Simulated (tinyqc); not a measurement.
Inside a calculation. Model: bulk transistor, scale length and short-channel effects.

Numbers from tinyqc (`OMP_NUM_THREADS=1 python tinyqc.py 2420048 2420049 out.jsonl`; about 0.01 s on one thread of a shared Intel Xeon 2.30GHz). Printed values are rounded.

A gate, an insulator of thickness ti and a depleted layer of depth ts on a conducting body. Below threshold the potential that source and drain add obeys Laplace's equation and vanishes on the gate and at the bottom of the depleted layer. Its lowest mode decays along the channel as exp(-k y); k is the smallest positive root of the matching condition at the interface, and the scale length is Lambda = pi/k.

Inputs (values chosen for the exercise); permittivities: semiconductor close to that of gallium nitride, insulator close to that of silicon nitride:
- T = 300 K (temperature)
- eps_r = 9.43 (relative permittivity of the semiconductor)
- ei = 7.57 (relative permittivity of the insulator)
- ti = 3.6 nm (insulator thickness)
- ts = 26 nm (depletion depth)
- L = 48 nm (channel length)
- Vbi = 1.04 V (potential of the source)
- sT = 0.36 V (potential of the barrier top at threshold)
- VTL = 0.39 V (long-channel threshold)
- m = 1.17 (long-channel body factor)
- Vds = 0.8 V (drain voltage)

Constants: q = 1.602176634e-19 C, kB = 1.380649e-23 J/K, Vt = kB T/q. Results are converted to the units shown.

Range of the model: L is under 1.6 Lambda, where higher modes, left out of the one-mode potential, begin to count.

## Scan of the matching condition

| point | k (1/nm) |
|---|---|
| 0 | 0.0175 |
| 1 | 0.035 |
| 2 | 0.0525 |
| 3 | 0.07 |
| 4 | 0.0875 |
| 5 | 0.105 |
| 6 | 0.1225 |
| 7 | 0.14 |

f(k) = eps_r sin(k ti) cos(k ts) + ei cos(k ti) sin(k ts).

| point | f(k) |
|---|---|
| 0 | 3.85342 |
| 1 | 6.65648 |
| 2 | 7.64034 |
| 3 | 6.52454 |
| 4 | 3.59393 |
| 5 | -0.37488 |
| 6 | -4.31841 |
| 7 | -7.16874 |

The first change of sign lies between k = 0.0875 and 0.105 1/nm.

## Iteration 1: decay constant by Newton steps

k at the start = 0.0875 1/nm

f(k) = eps_r sin(k ti) cos(k ts) + ei cos(k ti) sin(k ts); f' by a central difference with +/- 1e-5 1/nm; k(new) = k - f/f'.

f = 3.59393
f' = -206.381 nm
k after iteration 1 = 0.104914 1/nm

## Iteration 2: decay constant by Newton steps

As before.

f = -0.354533
f' = -236.796 nm
k after iteration 2 = 0.103417 1/nm

## Course of the iteration: decay constant by Newton steps

Stop when k changes by less than 1e-10 1/nm, or after 30 iterations.

Course of the iteration:

| iteration | k (1/nm) | \|change\| (1/nm) |
|---|---|---|
| 1 | 0.104914 | 0.0174 |
| 2 | 0.103417 | 1.50e-3 |
| 3 | 0.103417 | 2.05e-7 |
| 4 | 0.103417 | 1.97e-14 |

Converged in 4 iterations. At the end the number of correct digits about doubles with each step.

## Scale length against simple estimates

k = 0.103417 1/nm

Lambda = pi/k and l = 1/k. A parabolic potential across the structure gives l(parabolic) = sqrt((eps_r/ei) ts ti).

Lambda = 30.3780 nm
l = 9.66962 nm
l(parabolic) = 10.7981 nm

The parabolic estimate is 12 % above l.

## Threshold shift, barrier position and swing

Along the channel psi(y) = s + a exp(y/l) + b exp(-y/l) with psi(0) = Vbi, psi(L) = Vbi + Vds and l = 1/k = Lambda/pi; with A = Vbi - s, B = A + Vds, x = exp(-L/l): a = (B - A x) x/(1 - x^2), b = (A - B x)/(1 - x^2). The minimum is s + 2 sqrt(a b), at y = (l/2) ln(b/a). The long-channel potential follows the gate as s = sT + (Vg - VTL)/m, and the threshold VT is the gate voltage at which the minimum equals sT. Swing = m Vt ln 10/g at threshold, g = d(minimum)/ds = 1 - (b x + a)/((1 + x) sqrt(a b)).

s at threshold = 0.158158 V
a = 0.0117051 V
b = 0.870137 V
position of the minimum = 20.8314 nm
VT = 0.153845 V
swing = 84.4177 mV/decade

The threshold lies 236 mV below the long-channel value, and the barrier top sits at 0.43 L from the source.
